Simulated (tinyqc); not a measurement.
Landau-Devonshire theory of a uniaxial ferroelectric: one step, computed by the program tinyqc.

G(P) = (alpha/2) P^2 + (beta*/4) P^4 + (gamma/6) P^6 - E P per volume, SI units, one domain, P along the polar axis, which is normal to the film.

Task: Coefficients at T. alpha = alpha_0 (T - T0*), with clamping: T0* = T0 + 4 Q12 u_m/(alpha_0 (s11 + s12)), beta* = beta + 4 Q12^2/(s11 + s12).

Inputs (values chosen for the exercise, modelled on barium titanate):
```
quantity,value,unit
alpha_0,659000,J m/(C^2 K)
Curie-Weiss temperature T0,381,K
beta,-8.22e+08,J m^5/C^4
temperature T,308,K
misfit strain u_m,-0.018,-
electrostriction Q12,-0.043,m^4/C^2
compliance s11 + s12,5.6e-12,m^2/N
```

Sample: epitaxial film.

Give: T0*; alpha; beta*.

Result:

T0* = 1220 K

alpha = -6.010e+08 J m/C^2

beta* = 4.987e+08 J m^5/C^4

Compression raises T0 by 839 K. beta* > 0: the transition is of second order, although the free crystal has a first-order one. Caution: a shift of T0 this large is beyond the range where constant coefficients hold.
